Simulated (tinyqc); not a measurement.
Hexagonal on-chip spiral inductor, lumped pi model: two steps of the calculation.

Outer diameter do = di + 2 n wd + 2 (n - 1) sp, mean da = (do + di)/2, fill p = (do - di)/(do + di), length l = 3.464 n da. L = 2.33 mu0 n^2 da/(1 + 3.82 p), mu0 = 4 pi 1e-7 H/m. Rs = rho l/(wd delta (1 - exp(-th/delta))), delta = sqrt(rho/(pi f mu0)). Cs = n wd^2 eps0 eo/hu across the coil. At each end Cox = l wd eps0 eo/(2 ho) leads to the substrate branch Rsi = 2 rs he/(l wd) in parallel with Csi = l wd eps0 11.7/(2 he). With one end grounded Y = 1/(Rs + i w L) + i w Cs + 1/[1/(i w Cox) + 1/(1/Rsi + i w Csi)], w = 2 pi f; Q = -Im Y/Re Y. Eddy currents in neighbouring turns and in the substrate are left out.

Inputs (values chosen for the exercise); values of the order met in silicon radio-frequency processes: number of turns n = 5.5; line width wd = 4 um; space between turns sp = 2 um; inner diameter di = 140 um; metal thickness th = 0.9 um; metal resistivity rho = 1.9 uohm cm; oxide below the coil ho = 6.1 um; oxide between coil and underpass hu = 0.6 um; relative permittivity of the oxide eo = 3.9; substrate resistivity rs = 10 ohm cm; effective spreading depth in the substrate he = 80 um; frequency f = 1.2 GHz.

Constants: eps0 = 8.8541878128e-12 F/m. Results are converted to the units shown.

Problem 1. Geometry and model elements. do, l, L, delta, Rs, Cs, Cox, Rsi and Csi as defined.

Give: do; l; L; delta; Rs; Cs; Cox; Rsi; Csi.

Solution 1.

do = 202.00 um
l = 3257.9 um
L = 8.9486 nH
delta = 2.0027 um
Rs = 21.346 ohm
Cs = 5.0646 fF
Cox = 36.885 fF
Rsi = 1227.8 ohm
Csi = 8.4375 fF

Problem 2. Admittance, quality factor and apparent inductance. Series branch 1/(Rs + i w L), substrate branch, total Y, Q = -Im Y/Re Y, apparent inductance Im(1/Y)/w, metal-only value w L/Rs, share of the loss in the substrate Re(substrate branch)/Re Y.

L = 8.9485948 nH
Rs = 21.346464 ohm
Cs = 5.0645954 fF
Cox = 36.885033 fF
Rsi = 1227.7878 ohm
Csi = 8.4374514 fF

Wanted: series branch; substrate branch; Y; Q; apparent inductance; w L/Rs; share of the loss in the substrate.

Solution 2.

series branch = 4.262-13.473i mS
substrate branch = 0.08075+0.24423i mS
Y = 4.343-13.190i mS
Q = 3.0370
apparent inductance = 9.0715 nH
w L/Rs = 3.1607
share of the loss in the substrate = 1.8591 %

Q is 96.1 % of the metal-only value.

Computed by the program tinyqc: `OMP_NUM_THREADS=1 python tinyqc.py 2302169 2302170 out.jsonl`, one thread of a shared Intel Xeon 2.30GHz, about 0.01 s for the whole run.
